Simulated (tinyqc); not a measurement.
p-n diode with diffusion and depletion-layer recombination: two steps of the calculation.

Abrupt junction in the depletion approximation, low injection, full ionisation, neutral widths fixed, ohmic contact on the p side. Vj is the junction voltage; where a series resistance Rs is given, V = Vj + J Rs is the terminal voltage.

Values chosen for this exercise; band and dielectric values close to those of gallium nitride: temperature T = 300 K; band gap Eg = 3.35 eV; conduction-band density of states at T Nc = 2.31e18 cm^-3; valence-band density of states at T Nv = 4.52e19 cm^-3; acceptor density Na = 2.2e18 cm^-3; donor density Nd = 2.1e17 cm^-3; electron mobility in the p side mun = 160 cm^2/(V s); hole mobility in the n side mup = 16 cm^2/(V s); electron lifetime tn = 3e-9 s; hole lifetime tp = 2e-7 s; neutral width of the p side wp = 0.73 um; neutral width of the n side wn = 32 um; recombination velocity at the n contact Sp = 1e7 cm/s; series resistance Rs = 0.00088 ohm cm^2; terminal voltage V = 3.08 V.

Constants: q = 1.602176634e-19 C, kB = 1.380649e-23 J/K, Vt = kB T/q. Results are converted to the units shown.

Question 1. Diffusion lengths and saturation currents. ni = sqrt(Nc Nv) exp(-Eg/(2 Vt)), Eg in volts; D = mu Vt; Ln = sqrt(Dn tn), Lp = sqrt(Dp tp); J0n = q ni^2 Dn coth(wp/Ln)/(Ln Na); J0p = (q ni^2 Dp/(Lp Nd)) (s + tanh(wn/Lp))/(1 + s tanh(wn/Lp)), s = Sp Lp/Dp.

Wanted: ni; Ln; Lp; J0n; J0p.

Answer 1.

ni = 7.4236e-10 cm^-3
Ln = 1.1140 um
Lp = 2.8762 um
J0n = 2.5907e-51 A/cm^2
J0p = 6.0466e-52 A/cm^2

wp/Ln = 0.66 and wn/Lp = 11; electrons carry 81.1 % of the diffusion current.

Question 2. New Vj. Diffusion current alone: J = J0 (exp(Vj/Vt) - 1), g = Vj + J Rs - V, g' = 1 + Rs J0 exp(Vj/Vt)/Vt, Vj(new) = Vj - g/g'.

Vj after iteration 1 = 3.08 V
J0 = J0n + J0p = 3.1953209e-51 A/cm^2

Wanted: J; g; g'; Vj after iteration 2.

Answer 2.

J = 17.629 A/cm^2
g = 0.015514 V
g' = 1.6001
Vj after iteration 2 = 3.0703 V

Numbers from tinyqc (`OMP_NUM_THREADS=1 python tinyqc.py 2260115 2260116 out.jsonl`; about 0.01 s on one thread of a shared Intel Xeon 2.30GHz).
